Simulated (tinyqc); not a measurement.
Resistance of a source-drain extension with a graded tip: two steps of the calculation.

y runs along the channel, the gate covers y > 0. The doping is N0 for y < y0 and N0 10^(-(y - y0)/la) beyond, uniform over the depth xj. Sheet conductance s(y) = q mu(N) max(N - Nch, 0) xj + (for y > 0) ma Cox Vo, with mu(N) = u0 + (u1 - u0)/(1 + (N/Nr)^au) and Cox = eps0 eox/tox. Current is taken as one-dimensional; depletion of the tip, spreading and the contact are left out. The metallurgical junction lies at yj, where N = Nch.

Parameters, values chosen for the exercise; mobility law close to that of holes in silicon: relative permittivity of the gate insulator (close to silicon dioxide) eox = 3.9; insulator thickness tox = 2.8 nm; active doping of the extension far from the gate N0 = 1.8e20 cm^-3; lateral abruptness la = 5.1 nm/decade; position under the gate where the fall begins (gate edge at 0) y0 = -0.8 nm; depth of the extension xj = 18 nm; channel doping Nch = 5.1e17 cm^-3; gate overdrive Vo = 0.45 V; mobility of the gate-induced layer ma = 92 cm^2/(V s); mobility at low doping u1 = 470.5 cm^2/(V s); mobility at high doping u0 = 44.9 cm^2/(V s); reference doping Nr = 2.23e17 cm^-3; exponent au = 0.719; gate length Lg = 50 nm.

Constants: q = 1.602176634e-19 C, eps0 = 8.8541878128e-14 F/cm where lengths are in cm. Results are converted to the units shown.

Question 1. Sheet resistances and junction position. yj = y0 + la log10(N0/Nch); sheet resistance of the full extension 1/[q mu(N0)(N0 - Nch) xj] and of the gate-induced layer 1/(ma Cox Vo); metallurgical length Lg - 2 yj; ye is where the doped and the gate-induced conductances are equal.

Find: yj; sheet resistance of the extension; sheet resistance of the induced layer; metallurgical length; ye; N at ye.

Answer 1.

yj = 12.193 nm
sheet resistance of the extension = 399.72 ohm/square
sheet resistance of the induced layer = 19586 ohm/square
metallurgical length = 25.613 nm
ye = 9.1461 nm
N at ye = 2.0186e18 cm^-3

The gate takes over 3.05 nm before the junction, where N is still 3.96 times the channel doping.

Question 2. Resistance of the overlapped part. Midpoint rule on 12 equal steps from 0 to yj: R_ov = sum h/s(y), per width.

Find: y; N; doped conductance; sheet resistance; R_ov.

Answer 2.

y, point 0 to 11 (nm): [0.5081, 1.524, 2.540, 3.556, 4.572, 5.589, 6.605, 7.621, 8.637, 9.653, 10.67, 11.69]
N, point 0 to 11 (cm^-3): [9.972e19, 6.303e19, 3.984e19, 2.518e19, 1.592e19, 1.006e19, 6.359e18, 4.019e18, 2.540e18, 1.606e18, 1.015e18, 6.415e17]
doped conductance, point 0 to 11 (uS): [1434, 939.9, 622.6, 417.4, 283.5, 194.8, 135.0, 93.31, 63.21, 40.38, 22.14, 6.846]
sheet resistance, point 0 to 11 (ohm/square): [673.3, 1009, 1485, 2135, 2989, 4067, 5376, 6927, 8752, 1.094e4, 1.366e4, 1.727e4]
R_ov = 76.49 ohm um

tinyqc, about 0.03 s, one thread, Intel Xeon 2.30GHz (shared host): `OMP_NUM_THREADS=1 python tinyqc.py 2282213 2282214 out.jsonl`
